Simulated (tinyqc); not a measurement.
How many levels, and whether to terminate: recursion (Haydock) method for the local density of states: surface site of a square lattice.

One orbital a site at energy 0, hopping -t to the 4 nearest neighbours of a square lattice; the start u0 is a site in the outermost layer of a half crystal, with energy V. Recursion: a_n = <u_n|H|u_n>, b_(n+1) u_(n+1) = (H - a_n) u_n - b_n u_(n-1), b > 0. G(z) = 1/(z - a0 - b1^2/(z - a1 - b2^2/(...))), z = E + i eta. After n levels the tail is b_n^2 T with the square-root terminator T = (z - sqrt(z - 2b) sqrt(z + 2b))/(2 b^2), b = 2t so that the band edges lie at -/+ 4t.

Reference: the closed form for a chain (bulk 1/sqrt(z^2 - 4t^2), end site (z - sqrt(z^2 - 4t^2))/(2t^2)), averaged over 400 points (j + 1/2) pi/400 in each remaining direction with z shifted by 2t cos k, then G/(1 - V G).

Parameters, chosen for this exercise:
- t = 1.12 eV (hopping)
- V = 0 eV (shift of the starting site)
- eta = 0.056 eV (broadening)

Energies as fractions of the half width 4t.

Density (1/eV):

| fraction | E (eV) | 2 levels | 4 levels | 7 levels | 7, no terminator | reference |
|---|---|---|---|---|---|---|
| -1.10 | -4.928 | 0.0017 | 0.0017 | 0.0017 | 0.0017 | 0.0017 |
| -0.90 | -4.032 | 0.0289 | 0.0275 | 0.0292 | 0.1208 | 0.0288 |
| -0.60 | -2.688 | 0.0997 | 0.0988 | 0.0998 | 0.0219 | 0.0998 |
| -0.35 | -1.568 | 0.1508 | 0.1469 | 0.1465 | 0.9384 | 0.1458 |
| -0.15 | -0.672 | 0.1679 | 0.1708 | 0.1697 | 0.0175 | 0.1702 |
| 0.00 | 0.000 | 0.1710 | 0.1750 | 0.1780 | 1.6710 | 0.1775 |
| 0.15 | 0.672 | 0.1679 | 0.1708 | 0.1697 | 0.0175 | 0.1702 |
| 0.35 | 1.568 | 0.1508 | 0.1469 | 0.1465 | 0.9384 | 0.1458 |
| 0.60 | 2.688 | 0.0997 | 0.0988 | 0.0998 | 0.0219 | 0.0998 |
| 0.90 | 4.032 | 0.0289 | 0.0275 | 0.0292 | 0.1208 | 0.0288 |
| 1.10 | 4.928 | 0.0017 | 0.0017 | 0.0017 | 0.0017 | 0.0017 |

Largest errors against the reference: 0.0065 (2 levels), 0.0025 (4), 0.0007 (7) and 1.494 without terminator, which leaves seven broadened spikes in place of a band. With seven levels the error is largest at E = -1.57 and 1.57 eV.

Run: tinyqc, `OMP_NUM_THREADS=1 python tinyqc.py 1450977 1450978 out.jsonl`; Intel(R) Xeon(R) Processor @ 2.30GHz, one thread, shared host; about 0.01 s of CPU time with all checks.
